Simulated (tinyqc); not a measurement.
# Doping from the ideality factor

Problem. For thermionic-field emission over a Schottky barrier the ideality factor is n = u coth(u) with u = E00/Vt and E00 = (hbar/2) sqrt(Nd/(me m0 eps0 eps_r)) in SI units (volts). Find u, E00 and Nd.

Values chosen for this exercise; band and dielectric values close to those of indium phosphide: temperature T = 300 K; electron mass me = 0.079 m0; relative permittivity eps_r = 12.7.

Constants: q = 1.602176634e-19 C, kB = 1.380649e-23 J/K, eps0 = 8.8541878128e-12 F/m, hbar = 1.054571817e-34 J s, m0 = 9.1093837015e-31 kg, Vt = kB T/q. Results are converted to the units shown.

n = 1.1024087

Solution. u coth(u) rises steadily from 1, so n fixes u; the definition of E00 then gives Nd.

u = 0.560
E00 = 14.5 meV
Nd = 6.10e17 cm^-3

Numbers from tinyqc (`OMP_NUM_THREADS=1 python tinyqc.py 2640148 2640149 out.jsonl`; about 0.06 s on one thread of a shared Intel Xeon 2.30GHz).
